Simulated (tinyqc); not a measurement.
Inside a calculation: Bethe-Salpeter matrix of a two-band chain (Tamm-Dancoff form). Values are carried at full precision from step to step, so a last printed digit may differ when a step is redone from the rounded ones.

One valence and one conduction band, lattice period 1, mesh k = 2 pi j/N. Pair energies D(k) = Eg + 2 t sum(1 - cos k), t = tc + tv. Screened attraction W(R) = U at R = 0 and V/|R| otherwise, R over the N cells with the nearest image; W(q) = sum_R W(R) cos(q R). H(k, k') = D(k) delta - W(k - k')/Nk + 2 J/Nk for singlets (J = 0 for triplets), Nk the number of k points. With a constant transition dipole the strength of a state is f = (sum_k A_k)^2/Nk, and the f sum to 1.

Inputs chosen for the exercise:
- Eg = 5.5 eV (quasiparticle gap)
- tc = 0.65 eV (conduction hopping)
- tv = 0.63 eV (valence hopping)
- U = 1.52 eV (attraction in the same cell)
- V = 0.56 eV (attraction at one cell distance)
- J = 0.34 eV (exchange in the same cell)
- N = 8 (k points along each axis)

## Pair energies and the kernel

List D(k), W(R) and W(q) on the mesh.

Mesh values (eV):
```
index j,D(k_j),W(R = j),W(q_j)
j0,5.5000,1.5200,3.7133
j1,6.2498,0.5600,1.9080
j2,8.0600,0.2800,1.1000
j3,9.8702,0.1867,0.8520
j4,10.6200,0.1400,0.7267
j5,9.8702,0.1867,0.8520
j6,8.0600,0.2800,1.1000
j7,6.2498,0.5600,1.9080
```

## The singlet matrix

Fill in H.

H (eV):
```
,j0,j1,j2,j3,j4,j5,j6,j7
j0,5.1208,-0.1535,-0.0525,-0.0215,-0.0058,-0.0215,-0.0525,-0.1535
j1,-0.1535,5.8706,-0.1535,-0.0525,-0.0215,-0.0058,-0.0215,-0.0525
j2,-0.0525,-0.1535,7.6808,-0.1535,-0.0525,-0.0215,-0.0058,-0.0215
j3,-0.0215,-0.0525,-0.1535,9.4910,-0.1535,-0.0525,-0.0215,-0.0058
j4,-0.0058,-0.0215,-0.0525,-0.1535,10.2408,-0.1535,-0.0525,-0.0215
j5,-0.0215,-0.0058,-0.0215,-0.0525,-0.1535,9.4910,-0.1535,-0.0525
j6,-0.0525,-0.0215,-0.0058,-0.0215,-0.0525,-0.1535,7.6808,-0.1535
j7,-0.1535,-0.0525,-0.0215,-0.0058,-0.0215,-0.0525,-0.1535,5.8706
```

## Exciton levels and strengths

Diagonalise. For the lowest state give the amplitudes A_k (norm 1, largest positive) and f = (sum_k A_k)^2/Nk, Nk the size of the matrix.

levels (eV): 5.0525  5.8668  5.9124  7.6732  7.6876  9.4046  9.5532  10.2962

amplitudes of the lowest state: j0 0.958, j1 0.200, j2 0.033, j3 0.009, j4 0.004, j5 0.009, j6 0.033, j7 0.200

f of the lowest state = 0.262

The lowest state lies 0.4475 eV below the gap Eg = 5.5 eV and holds 26 % of the strength, against 12 % for one free pair. On a fine mesh the triplet and singlet bindings are 0.6591 and 0.4131 eV.

## Spectrum with and without the kernel

Distinct levels with their degeneracy and summed f, for singlets, beside the sorted triplet levels and free pairs.

Singlets:
```
E (eV),degeneracy,f
5.0525,1,0.2616
5.8668,1,0.1840
5.9124,1,0.0000
7.6732,1,0.2520
7.6876,1,0.0000
9.4046,1,0.2564
9.5532,1,0.0000
10.2962,1,0.0460
```

triplet levels (eV): 4.8234  5.7541  5.9124  7.5092  7.6876  9.2540  9.5532  10.2726

free pairs (eV): 5.5000  6.2498  6.2498  8.0600  8.0600  9.8702  9.8702  10.6200

3 of the 8 singlets are dark; those whose amplitude vanishes at R = 0 also feel neither U nor J. The lowest singlet lies 0.2292 eV above the lowest triplet; first order gives 2 J f = 0.2831 eV with the f of the triplet envelope. The centre of the spectrum, sum f E = 7.2200 eV, equals mean D - U + 2J = 7.2200 eV.

## Checks

- Levels from the matrix in the electron-hole distance R against those in k: they agree to 1e-10 or better.

(tinyqc, `OMP_NUM_THREADS=1 python tinyqc.py 1250394 1250395 out.jsonl`, Intel(R) Xeon(R) Processor @ 2.30GHz, 1 thread, shared host, about 0.06 s.)
